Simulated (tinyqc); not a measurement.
Reflectance at normal incidence against thickness.

Normal incidence on air, film (n1) and substrate (N2 = n2 - i k2): r01 = (1 - n1)/(1 + n1), r12 = (n1 - N2)/(n1 + N2), amplitude (r01 + r12 X)/(1 + r01 r12 X), X = exp(-4 pi i n1 d/lam), R its squared modulus, phase from 0 to 360 degrees.

Parameters, values chosen for the exercise: wavelength lam = 546.1 nm; index of the transparent film n1 = 1.627; index of the substrate n2 = 4.086; extinction coefficient of the substrate k2 = 0.031.

Reflectance at normal incidence against thickness:

| d (nm) | R (%) | phase of the reflected amplitude (degrees) |
|---|---|---|
| 0 | 36.82 | 179.8 |
| 21 | 33.46 | 154.3 |
| 42 | 23.84 | 124.5 |
| 64 | 10.52 | 78.90 |
| 85 | 4.596 | 353.5 |
| 106 | 11.94 | 274.3 |
| 128 | 25.29 | 231.4 |
| 149 | 34.22 | 202.4 |
| 170 | 36.78 | 177.2 |

What does the comparison show?

R goes from 36.8 through a minimum of 4.60 (at d = 85 nm among the rows listed) to 36.8 %. At a quarter wave, d = 83.9 nm, R = 4.57 %; for a transparent substrate it would vanish for n1 = sqrt(n2) = 2.02.

Numbers from tinyqc (`OMP_NUM_THREADS=1 python tinyqc.py 2870221 2870222 out.jsonl`; about 0.01 s on one thread of a shared Intel Xeon 2.30GHz).
